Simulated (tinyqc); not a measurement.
Tight binding, honeycomb lattice, step by step. Computed by tinyqc, a small Python program that keeps every step. Settings: t1 = 0.9, t2 = 0, phi = -0.19, delta = 1.03, points = 7. Command: `OMP_NUM_THREADS=1 python tinyqc.py 28459 28460 out.jsonl` (the two numbers bound the seeds that draw the settings). One thread of a shared host (Intel(R) Xeon(R) Processor @ 2.60GHz), about 0.01 s of CPU time with the checks.

## Bloch Hamiltonian at k

Parameters chosen for this model:
```
parameter,value,unit
t1,0.900000,"eV, nearest"
t2,0,"eV, second neighbours"
phi,-0.190000,"rad, phase of t2 (Haldane)"
delta,1.030000,"eV, +/- on A and B"
```

k point k (fractions of the reciprocal vectors): 0.410000  0.240000

H_AB = -t1 (1 + exp(-i k.a1) + exp(-i k.a2)); H_AA = delta - 2 t2 sum cos(k.b + phi), H_BB = -delta - 2 t2 sum cos(k.b - phi), b = a1, a2 - a1, -a2.

H(k) at k (eV):
```
,A,B
A,1.030000,-0.196616+1.380468i
B,-0.196616-1.380468i,-1.030000
```

## Levels at k

Diagonalise the Hermitian matrix.

eigenvalues (eV): -1.733566  1.733566

weights |c|^2 of the basis functions:
```
,band 1,band 2
A,0.202924,0.797076
B,0.797076,0.202924
```

## Bloch Hamiltonian at K

k point K (fractions of the reciprocal vectors): 0.333333  0.666667

As before.

H(k) at K (eV):
```
,A,B
A,1.030000,0.000000
B,0.000000,-1.030000
```

## Levels at K

As before.

eigenvalues (eV): -1.030000  1.030000

weights |c|^2 of the basis functions:
```
,band 1,band 2
A,0.000000,1.000000
B,1.000000,0.000000
```

## Bands along a path

The same steps at evenly spaced points between the labelled ones.

Bands along the path (eV):
```
k,band 1,band 2
G,-2.889792,2.889792
G-K 0.20,-2.744955,2.744955
G-K 0.40,-2.342978,2.342978
G-K 0.60,-1.783678,1.783678
G-K 0.80,-1.252050,1.252050
K,-1.030000,1.030000
K-M 0.20,-1.074049,1.074049
K-M 0.40,-1.170595,1.170595
K-M 0.60,-1.270828,1.270828
K-M 0.80,-1.342254,1.342254
M,-1.367808,1.367808
M-K' 0.20,-1.342254,1.342254
M-K' 0.40,-1.270828,1.270828
M-K' 0.60,-1.170595,1.170595
M-K' 0.80,-1.074049,1.074049
K',-1.030000,1.030000
```

With 1 band(s) filled, the highest filled level on these points lies at K and the lowest empty one at K: a gap of 2.0600 eV, direct.

## Chern number of the lower band

On a 7 x 7 mesh, the phase of the product of overlaps around each plaquette (k1 then k2); the sum over 2 pi is an integer.

plaquette phases (rad):
```
,1,2,3,4,5,6,7
1,0.000000,-0.018327,-0.052967,-0.050640,0.037868,0.033164,0.014306
2,0.018327,0.000000,-0.039341,-0.129670,-0.077737,0.034910,0.033164
3,0.052967,0.039341,0.000000,-0.113086,-0.242795,-0.077737,0.037868
4,0.050640,0.129670,0.113086,0.000000,-0.113086,-0.129670,-0.050640
5,-0.037868,0.077737,0.242795,0.113086,0.000000,-0.039341,-0.052967
6,-0.033164,-0.034910,0.077737,0.129670,0.039341,0.000000,-0.018327
7,-0.014306,-0.033164,-0.037868,0.050640,0.052967,0.018327,0.000000
```

Chern number = 0.000000
